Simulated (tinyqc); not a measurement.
From results back to parameters: quantum-confined Stark effect in a modulator well. Two cases, with inputs chosen for the exercise.

Problem. The shift of E_e + E_h was computed from a hidden field.

Envelopes on cells of 0.5 angstrom over the well |z| < L/2 and 45 angstrom of barrier on each side, psi = 0 beyond, psi'/m continuous (mean mass between points), c = hbar^2/2m0. The electron sees + e F z and the hole - e F z, each with its offset in the barriers; 1 kV/cm = 1e-5 eV/angstrom. Light holes, band mixing and escape by tunnelling are left out.

Constants: hbar^2/2m0 = 3.80998211 eV angstrom^2.

Find: F; local exponent d ln(shift)/d ln F.

Method. The shift grows steadily in size with F, so bisection finds one value; its slope is -e times the separation of the carriers.

Case 1.

Values chosen (near those of an InGaAsP well in InP; shifted at random, so the results belong to these values and not to a real crystal): L = 104 angstrom (well width); Vc = 0.193 eV (conduction offset); Vv = 0.275 eV (heavy-hole offset); me = 0.049 m0 (electron, well); meb = 0.0782 m0 (electron, barrier); mh = 0.369 m0 (heavy hole along z, well); mhb = 0.515 m0 (heavy hole, barrier).

shift = -29.381 meV

Solution.

F = 114.0 kV/cm
local exponent d ln(shift)/d ln F = 1.70

Case 2.

Values chosen (near those of a Ge well in SiGe, direct gap; shifted at random, so the results belong to these values and not to a real crystal): L = 124 angstrom (well width); Vc = 0.407 eV (conduction offset); Vv = 0.116 eV (heavy-hole offset); me = 0.0434 m0 (electron, well); meb = 0.0553 m0 (electron, barrier); mh = 0.219 m0 (heavy hole along z, well); mhb = 0.231 m0 (heavy hole, barrier).

shift = -11.147 meV

Solution.

F = 56.0 kV/cm
local exponent d ln(shift)/d ln F = 1.80

Computed by tinyqc, one run a case: `OMP_NUM_THREADS=1 python tinyqc.py N N+1 out.jsonl` with N = 1250160, 1250165; one thread of a shared Intel(R) Xeon(R) Processor @ 2.30GHz, about 0.2 s a run at most.
